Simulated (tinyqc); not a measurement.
Inside a calculation. Method: Hubbard ring of 3 sites. Computed by tinyqc, a small Python program that keeps every step. Settings: hopping = 1.47, U = 6.0, mixing = 0.2, iteration cap = 75. Command: `OMP_NUM_THREADS=1 python tinyqc.py 27339 27340 out.jsonl` (the two numbers bound the seeds that draw the settings). One thread of a shared host (Intel(R) Xeon(R) Processor @ 2.60GHz), about 0.3 s of CPU time with the checks. Later iterations appear only in the table of the cycle.

## Mean-field iteration 1

one-body matrix (hopping and site energies) (eV), order 1, 2, 3:
$$\begin{pmatrix}
0.000000 & -1.470000 & -1.470000 \\
-1.470000 & 0.000000 & -1.470000 \\
-1.470000 & -1.470000 & 0.000000
\end{pmatrix}$$

U = 6.000000 eV

electrons, up and down: [2, 1]

mixing = 0.200000

n(up) at the start (a guess, not normalised): 1 0.717000, 2 0.617000, 3 0.717000

n(down) at the start (a guess): 1 0.283000, 2 0.383000, 3 0.283000

H(up) = T + U n(down), H(down) = T + U n(up); fill the lowest levels; n(new) = n + mixing (n(out) - n); E = tr T (rho up + rho down) + U sum n_up n_down of the output.

levels, up (eV): [-1.059289, 3.168000, 3.585289]

levels, down (eV): [1.143083, 5.390917, 5.772000]

energy = -0.599218 eV

n(up) after iteration 1: 1 0.745884, 2 0.549032, 3 0.745884

n(down) after iteration 1: 1 0.286641, 2 0.385919, 3 0.286641

## Mean-field iteration 2

As before.

levels, up (eV): [-1.038646, 3.189843, 3.604003]

levels, down (eV): [1.065842, 5.233654, 5.945304]

energy = -0.775972 eV

n(up) after iteration 2: 1 0.768954, 2 0.494732, 3 0.768954

n(down) after iteration 2: 1 0.282778, 2 0.401804, 3 0.282778

## Mean-field iteration 3

As before.

levels, up (eV): [-1.029537, 3.166669, 3.667029]

levels, down (eV): [0.975317, 5.136800, 6.083724]

energy = -0.902778 eV

n(up) after iteration 3: 1 0.788416, 2 0.449280, 3 0.788416

n(down) after iteration 3: 1 0.274116, 2 0.425656, 3 0.274116

## Convergence

Each step fills the lowest levels of T + U n(other spin) and sets n(new) = n + mixing (n(out) - n); stop when output and input agree to 1e-8.

Course of the cycle:
```
iteration       E (eV)  largest |n(out) - n(in)|  mean |n_up - n_down|
1          -0.59921790                  3.40e-01              0.413624
2          -0.77597220                  2.71e-01              0.458540
3          -0.90277842                  2.27e-01              0.502395
4          -1.00432637                  1.98e-01              0.543759
5          -1.08998805                  1.76e-01              0.581854
6          -1.16275705                  1.59e-01              0.616255
7          -1.22372546                  1.53e-01              0.646799
8          -1.27377770                  1.47e-01              0.673537
9          -1.31403413                  1.39e-01              0.696680
10         -1.34582790                  1.29e-01              0.716542
11         -1.37055985                  1.18e-01              0.733485
...                ...                       ...                   ...
65         -1.44710150                  5.16e-05              0.829233
66         -1.44710151                  4.44e-05              0.829237
67         -1.44710151                  3.82e-05              0.829240
68         -1.44710151                  3.29e-05              0.829242
69         -1.44710151                  2.83e-05              0.829244
70         -1.44710151                  2.43e-05              0.829246
71         -1.44710151                  2.09e-05              0.829248
72         -1.44710151                  1.80e-05              0.829249
73         -1.44710151                  1.55e-05              0.829250
74         -1.44710151                  1.33e-05              0.829251
75         -1.44710151                  1.14e-05              0.829252
```

Not converged within 75 iterations: the residual falls steadily but slowly, by a factor of about 0.86 a step. The lowest mean-field energy found from random starts is -1.44710 eV. Reruns (cap 100 unless said): mixing 0.5: converged in 44 (E = -1.44710); mixing 0.9: converged in 21 (E = -1.44710); the original settings with a cap of 400: converged in 122 (E = -1.44710).

## The many-body Hamiltonian

Basis: all placements (u, d, 2, 0 on each site), up operators ordered before down ones; hops carry the sign of the same-spin electrons passed.

H (eV):
```
           2u0        u20        uud        20u        udu        u02        duu        02u
2u0   6.000000  -1.470000  -1.470000  -1.470000   0.000000   0.000000   1.470000   0.000000
u20  -1.470000   6.000000  -1.470000   0.000000  -1.470000   0.000000   0.000000   1.470000
uud  -1.470000  -1.470000   0.000000   0.000000   0.000000  -1.470000   0.000000   0.000000
20u  -1.470000   0.000000   0.000000   6.000000  -1.470000  -1.470000  -1.470000   0.000000
udu   0.000000  -1.470000   0.000000  -1.470000   0.000000  -1.470000   0.000000  -1.470000
u02   0.000000   0.000000  -1.470000  -1.470000  -1.470000   6.000000   0.000000   0.000000
duu   1.470000   0.000000   0.000000  -1.470000   0.000000   0.000000   0.000000  -1.470000
02u   0.000000   1.470000   0.000000   0.000000  -1.470000   0.000000  -1.470000   6.000000
0u2   0.000000   0.000000   1.470000   0.000000   0.000000  -1.470000  -1.470000  -1.470000

           0u2
2u0   0.000000
u20   0.000000
uud   1.470000
20u   0.000000
udu   0.000000
u02  -1.470000
duu  -1.470000
02u  -1.470000
0u2   6.000000
```

## Exact diagonalisation (9 states)

Lowest levels of the sector, and the double occupancy of the lowest state.

lowest levels (eV): [-1.846765, -1.846765, 0.000000, 4.513069, 4.513069, 6.000000]

double occupancy per site = 0.075085

## The lowest level by Lanczos steps

From a random start vector (not printed): a_j = <q_j|H|q_j>, b_j = norm of the remainder after orthogonalising; the Ritz value is the lowest eigenvalue of the tridiagonal matrix of a and b so far.

Lanczos:
```
j  a_j (eV)  b_j (eV)  lowest Ritz value (eV)
1  2.743099  3.163889              2.74309867
2  1.710047  2.932829             -0.97920216
3  6.914980  2.597821             -1.60300998
4  1.525562  2.180358             -1.78881548
5  5.106312         0             -1.84676459
```
